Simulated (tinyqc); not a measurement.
Haynes-Shockley experiment: drift, diffusion and decay of a minority-carrier pulse: one step, computed by the program tinyqc.

A thin sheet of excess carriers is made at x = 0, t = 0 in a long uniform bar; injection is low, so the pulse moves with the minority mobility.

Question. Two distances. dn(x, t) = N0/sqrt(4 pi D t) exp(-(x - v t)^2/(4 D t) - t/tau). At fixed x the signal peaks where d ln(dn)/dt = 0: a t^2 + t/2 - x^2/(4 D) = 0 with a = v^2/(4 D) + 1/tau. Differences remove part of the bias: mu = (d2 - d)/(F (t_p2 - t_p)). The time-integrated signal is A(x) = (N0/u) exp(x (v - u)/(2 D)), u = sqrt(v^2 + 4 D/tau); the simple lifetime is tau = (t_p2 - t_p)/ln(A(d)/A(d2)).

Inputs (values chosen for the exercise, modelled on electrons in p-type germanium in a lightly doped bar):

| quantity | value | unit |
|---|---|---|
| lifetime tau | 140 | microsecond |
| temperature T | 330 | K |
| field F | 24 | V/cm |
| distance d to the collector | 0.91 | cm |
| second distance d2 | 1.7 | cm |

drift velocity v = 97200 cm/s

D = 115.1707 cm^2/s

time of the peak t_p = 9.348332 microsecond

Give: t_p2; mobility from two distances; area ratio A(d)/A(d2); lifetime from areas.

Answer.

t_p2 = 17.5 microsecond

mobility from two distances = 4051 cm^2/(V s)

area ratio A(d)/A(d2) = 1.06

lifetime from areas = 140 microsecond
